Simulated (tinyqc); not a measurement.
Changing the static B': quasi-harmonic thermal expansion with mode Grueneisen parameters. Computed by tinyqc, a small Python program. Command: `OMP_NUM_THREADS=1 python tinyqc.py 3031248 3031249 out.jsonl qha sweep`. One thread of a shared host (Intel(R) Xeon(R) Processor @ 2.30GHz), about 0.06 s of CPU time with the checks.

A crystal with two atoms a cell; per atom there are 1 transverse acoustic (TA), 1/2 longitudinal acoustic (LA) and 3/2 optical (O) modes. Every frequency of group i scales as nu_i (V/V0)^(-gamma_i). The acoustic groups have Debye spectra, density 3 nu^2/nu_i^3 up to nu_i (40 Gauss-Legendre points); the optical group has one frequency. Static energy: E = (9 V0 B0/16) [y^3 B' + y^2 (2 - 4 y)], y = (V0/V)^(2/3) - 1, with pressure P_s = (3 B0/2) (z^7 - z^5) [1 + (3/4)(B' - 4)(z^2 - 1)], z = (V0/V)^(1/3).

Inputs (values chosen for the exercise, modelled on indium phosphide):
```
quantity                       value             unit
static volume V0                25.3  angstrom^3/atom
static bulk modulus B0            73              GPa
frequency nu_TA                 1.99              THz
frequency nu_LA                 4.82              THz
frequency nu_O                  9.91              THz
Grueneisen parameter gamma_TA   -1.6                -
Grueneisen parameter gamma_LA   0.99                -
Grueneisen parameter gamma_O     1.2                -
temperature T                     30                K
step factor f                    0.8                -
```

Acoustic groups: Debye.

Constants: h x 1 THz = 4.135667696 meV; k_B = 8.617333262e-05 eV/K; 1 eV/angstrom^3 = 160.2176634 GPa.

Method:
- For a mode with x = h nu/(k_B T), n = 1/(exp(x) - 1): U = h nu (n + 1/2), C/k_B = x^2 n (n + 1); U_i and C_i sum these over group i with its weight per atom.
- Phonon pressure P_ph = sum_i gamma_i U_i/V.
- gamma_th = sum gamma_i C_i / sum C_i; volume expansion coefficient alpha_V = gamma_th C k_B/(B0 V0); linear coefficient alpha_V/3; first-order volume change P_ph/B0.
- Start at V0 and step V(new) = V [1 + f (P_s + P_ph)/B0]; stop when |P_s + P_ph| < 1e-8 GPa, after 60 steps, or when V leaves 0.7 to 1.3 V0.
- B_T = -V d(P_s + P_ph)/dV at fixed T (central difference, step 1e-4 V); alpha_V = sum gamma_i C_i k_B/(B_T V), all at V(T); the linear coefficient is alpha_L = alpha_V/3.
- C_P - C_V = alpha_V^2 B_T V T; the optical frequency is nu_O (V/V0)^(-gamma_O).

One run for each value; columns: (1) static B'; (2) isothermal bulk modulus B_T (GPa); (3) linear expansion coefficient (ppm/K); (4) volume change from V0 (%); (5) linear expansion, Grueneisen estimate (ppm/K):
```
(1)    (2)     (3)     (4)     (5)
2.5  73.01  -2.315  0.2996  -2.334
3.2  72.86  -2.320  0.2999  -2.334
4.0  72.68  -2.326  0.3003  -2.334
4.8  72.51  -2.331  0.3006  -2.334
5.5  72.35  -2.336  0.3010  -2.334
6.2  72.20  -2.341  0.3013  -2.334
7.0  72.02  -2.347  0.3016  -2.334
```

What does the table show, and why?

Over the rows, isothermal bulk modulus B_T (GPa) falls from 73.01 to 72.02 (exponent d ln y / d ln x -0.0084 between the first rows and -0.020 between the last); linear expansion coefficient (ppm/K) falls from -2.315 to -2.347 (exponent d ln y / d ln x 0.0084 between the first rows and 0.020 between the last); volume change from V0 (%) rises from 0.2996 to 0.3016 (exponent d ln y / d ln x 0.0042 between the first rows and 0.0100 between the last). The estimate at V0 does not know B'; the full result does, through the change of B_T with volume.
